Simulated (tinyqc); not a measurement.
How many bands a k.p model needs: band 5 from Gamma to K: k.p theory built from an empirical-pseudopotential calculation at Gamma.

Empirical pseudopotential on the fcc lattice, atoms at +/- tau, tau = a (1,1,1)/8, no spin-orbit coupling. H(G,G') = c (2 pi/a)^2 |k + G|^2 delta + VS(q) cos(q.tau) + i VA(q) sin(q.tau), q = G - G', c = hbar^2/2m0; k and G in units of 2 pi/a; VS at |q|^2 = 3, 8, 11 and VA at 3, 4, 11, in rydberg, zero elsewhere. The basis is fixed: all 89 G with |G|^2 up to Gcut. Energies are counted from the fourth level at Gamma.

k.p in the lowest n states at Gamma: H_nm = (E_n + c k^2) delta + 2 c k.<n|G|m>, k in 1/angstrom; with all states of the basis it is exact.

Constants: hbar^2/2m0 = 3.80998211 eV angstrom^2; Ry = 13.60569312 eV.

Parameters, chosen for this exercise (near those of Ge; shifted at random, so the results belong to these values and not to a real crystal):

| symbol | value | unit | meaning |
|---|---|---|---|
| a | 5.67 | angstrom | lattice constant |
| VS | (-0.236, 0.011, 0.061) | Ry | symmetric form factors |
| VA | (0, 0, 0) | Ry | antisymmetric form factors |
| Gcut | 19 | (2 pi/a)^2 | largest \|G\|^2 of the fixed basis |

Band 5 (counted from below) at k = f (0.75, 0.75, 0) 2 pi/a; n ends on whole multiplets.

Energies (eV):

| f | n = 8 | n = 15 | n = 27 | n = 89 (exact) |
|---|---|---|---|---|
| 0.000 | 1.291 | 1.291 | 1.291 | 1.291 |
| 0.125 | 2.005 | 1.989 | 1.988 | 1.987 |
| 0.250 | 2.701 | 2.592 | 2.587 | 2.586 |
| 0.375 | 3.261 | 2.919 | 2.909 | 2.906 |
| 0.500 | 3.894 | 3.059 | 3.047 | 3.039 |
| 0.625 | 4.661 | 2.939 | 2.927 | 2.911 |
| 0.875 | 6.658 | 2.229 | 2.216 | 2.166 |
| 1.000 | 7.898 | 1.898 | 1.883 | 1.808 |

Give the missing row, f = 0.750.

Computed row:
```
f      n = 8  n = 15  n = 27  n = 89 (exact)
0.750  5.580   2.611   2.600           2.569
```

With n = 8 the band stays within 0.05 eV of the exact one up to f = 0.125 (error at K: +6.090 eV). With n = 15 the band stays within 0.05 eV of the exact one up to f = 0.750 (error at K: +0.089 eV). With n = 27 the band stays within 0.05 eV of the exact one up to f = 0.750 (error at K: +0.075 eV). A smaller basis can only raise a level. The exact band has its minimum on these points at f = 0.000; n = 8 puts it at f = 0.000.

(tinyqc, `OMP_NUM_THREADS=1 python tinyqc.py 1080175 1080176 out.jsonl`, Intel(R) Xeon(R) Processor @ 2.30GHz, 1 thread, shared host, about 0.4 s.)
